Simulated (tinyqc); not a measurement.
Deal-Grove kinetics of thermal oxidation of silicon: one step, computed by the program tinyqc.

Oxidant diffuses through the oxide and reacts at the interface, so that dx/dt = B/(A + 2x) for the oxide thickness x.

Question. Thickness after the oxidation. tau = (x_i^2 + A x_i)/B and x = (A/2) [sqrt(1 + 4 B (t + tau)/A^2) - 1], the root of x^2 + A x = B (t + tau). Silicon consumed is 0.44 times the oxide grown; the rate is B/(A + 2x).

Inputs (values chosen for the exercise, close to those used for silicon): temperature T = 925 C; initial oxide x_i = 0.025 um; time t = 5.9 h.

Ambient: dry oxygen. Surface: (100).

length A = 0.2130358 um

parabolic constant B = 0.001131621 um^2/h

Give: tau; oxide thickness x; silicon consumed; final growth rate.

Answer.

tau = 5.259 h

oxide thickness x = 0.04832 um

silicon consumed = 0.01026 um

final growth rate = 0.003654 um/h

2x/A = 0.454: reaction and diffusion both resist, diffusion with a share 2x/(A + 2x) = 0.31.
